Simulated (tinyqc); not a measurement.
# Stacked nanosheet transistor, parasitic resistance, capacitance and delay: what each parasitic element costs

Ns sheets share one contact on top; each has perimeter p = 2 (Ws + ts) and cross-section A = Ws ts; contact width Wc = Ws + 10 nm, stack height Hs = Ns pv. Sheet 1 is the top one. Contact length Lc = CPP - Lg - 2 Lsp, shared by two neighbouring gates. Source and drain sides are equal. The formulas are first-order estimates, not field solutions.

Epitaxy sheet resistance Rsh = re/te, transfer length LT = sqrt(rc/Rsh), contact Rc = [sqrt(rc Rsh)/Wc] coth(Lc/(2 LT)); extension of one sheet Rx = rx Lsp/A. With N sheets: gate Cg = Cinv p N Lg; per side, plate Cp = ks eps0 [Wc (Hs + Hc) - N A]/Lsp, top fringe Cf = (2/pi) ks eps0 Wc ln(1 + Lg/(2 Lsp)), overlap Co = Cinv p N Lov. One sheet: I = p Q vx u/(1 + |u|^1.8)^(1/1.8), Q = Cinv n Vt ln(1 + exp((Vg' - VT + dl Vd')/(n Vt))), u = Vd' mu/(vx Lg), Vg' = Vgs - v, Vd' = Vds - 2 v, with the drop on each side v_j = Rc sum I + rv (sum over levels k = 2..j of the current of sheets k..Ns) + Rx I_j. Ieff = [I(Vgs = Vdd, Vds = Vdd/2) + I(Vdd/2, Vdd)]/2, total currents. With Cs = Cp + Cf + Co, the load of an inverter of two such devices driving an equal one is CL = 2 (Cg + 2 Cs) + 4 Cs + Cw (own drains counted twice for the Miller effect); delay CL Vdd/(2 Ieff). Each row removes one element and keeps the rest.

Parameters, values chosen for the exercise; values close to those of silicon logic devices: temperature T = 300 K; number of sheets Ns = 4; sheet width Ws = 12 nm; sheet thickness ts = 7 nm; vertical pitch of the sheets pv = 12 nm; vertical resistance between sheet levels rv = 127 ohm; contacted gate pitch CPP = 48 nm; gate length Lg = 14 nm; spacer length Lsp = 5 nm; relative permittivity of the spacer ks = 3.3; gate height above the channel stack Hc = 30 nm; contact resistivity rc = 1.1e-9 ohm cm^2; resistivity of the source-drain epitaxy re = 0.00031 ohm cm; current-carrying depth of the epitaxy te = 20 nm; resistivity of the extension rx = 0.001 ohm cm; gate overlap Lov = 2 nm; inversion capacitance Cinv = 3.4 uF/cm^2; injection velocity vx = 8.6e6 cm/s; apparent mobility mu = 270 cm^2/(V s); threshold at zero drain voltage VT = 0.2 V; barrier lowering dl = 0.022 V/V; subthreshold factor n = 1.12; wire load Cw = 0.11 fF; supply voltage Vdd = 0.65 V.

Constants: q = 1.602176634e-19 C, kB = 1.380649e-23 J/K, eps0 = 8.8541878128e-12 F/m, Vt = kB T/q. Results are converted to the units shown.

One element removed at a time:
```
	Ieff (uA)	CL (aF)	delay (ps)
as given	95.21	404.8	1.382
no contact resistance	116.1	404.8	1.133
no extension resistance	101.8	404.8	1.292
no vertical resistance	100.1	404.8	1.314
air spacer (ks = 1)	95.21	357.8	1.221
no overlap	95.21	322.1	1.099
no wire	95.21	294.8	1.006
```

Gains in delay, largest first: no wire 27 %, no overlap 20 %, no contact resistance 18 %, air spacer (ks = 1) 12 %, no extension resistance 6.5 %, no vertical resistance 4.9 %.

Computed by the program tinyqc: `OMP_NUM_THREADS=1 python tinyqc.py 2170066 2170067 out.jsonl`, one thread of a shared Intel Xeon 2.30GHz, about 0.06 s for the whole run.
